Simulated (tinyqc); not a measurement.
Hubbard chain of 2 sites, step by step. Computed by tinyqc, a small Python program that keeps every step. Settings: hopping = 1.44, U = 10.8, mixing = 1, iteration cap = 88. Command: `OMP_NUM_THREADS=1 python tinyqc.py 27469 27470 out.jsonl` (the two numbers bound the seeds that draw the settings). One thread of a shared host (Intel(R) Xeon(R) Processor @ 2.60GHz), about 0.1 s of CPU time with the checks. Later iterations appear only in the table of the cycle.

## Mean-field iteration 1

one-body matrix (hopping and site energies) (eV):
```
           1          2
1  -0.270000  -1.440000
2  -1.440000  -0.720000
```

U = 10.800000 eV

electrons, up and down: 1  1

mixing = 1

n(up) at the start (a guess, not normalised): 1 0.550000, 2 0.450000

n(down) at the start (a guess): 1 0.450000, 2 0.550000

H(up) = T + U n(down), H(down) = T + U n(up); fill the lowest levels; n(new) = n + mixing (n(out) - n); E = tr T (rho up + rho down) + U sum n_up n_down of the output.

levels, up (eV): 3.430949  6.379051

levels, down (eV): 3.274410  6.535590

energy = 1.132711 eV

n(up) after iteration 1: 1 0.606848, 2 0.393152

n(down) after iteration 1: 1 0.265422, 2 0.734578

## Mean-field iteration 2

As before.

levels, up (eV): 2.184249  7.625751

levels, down (eV): 2.911225  6.898775

energy = -0.525730 eV

n(up) after iteration 2: 1 0.924228, 2 0.075772

n(down) after iteration 2: 1 0.154183, 2 0.845817

## Convergence

Each step fills the lowest levels of T + U n(other spin) and sets n(new) = n + mixing (n(out) - n); stop when output and input agree to 1e-8.

Course of the cycle:

| iteration | E (eV) | largest \|n(out) - n(in)\| | mean \|n_up - n_down\| |
|---|---|---|---|
| 1 | 1.13271137 | 1.85e-01 | 0.341426 |
| 2 | -0.52572986 | 3.17e-01 | 0.770045 |
| 3 | -1.34294071 | 1.33e-01 | 0.941549 |
| 4 | -1.37438219 | 1.75e-02 | 0.962083 |
| 5 | -1.37462208 | 1.17e-03 | 0.963503 |
| 6 | -1.37462334 | 9.40e-05 | 0.963613 |
| 7 | -1.37462335 | 5.99e-06 | 0.963620 |
| 8 | -1.37462335 | 4.78e-07 | 0.963621 |
| 9 | -1.37462335 | 3.04e-08 | 0.963621 |
| 10 | -1.37462335 | 2.43e-09 | 0.963621 |

local moments n_up - n_down: 1 0.963621, 2 -0.963621

Converged in 10 iterations. Before convergence this energy mixes input and output and is not variational, so it may rise towards its limit.

## The many-body Hamiltonian

Basis: all placements (u, d, 2, 0 on each site), up operators ordered before down ones; hops carry the sign of the same-spin electrons passed.

H (eV), lower triangle:
```
           20         ud         du        02
20  10.260000
ud  -1.440000  -0.990000
du  -1.440000   0.000000  -0.990000
02   0.000000  -1.440000  -1.440000  9.360000
```

## Exact diagonalisation (4 states)

Lowest levels of the sector, and the double occupancy of the lowest state.

lowest levels (eV): -1.711035  -0.990000  9.605009  10.736026

double occupancy per site = 0.029534

The mean-field solution above lies 0.3364 eV above the exact energy.
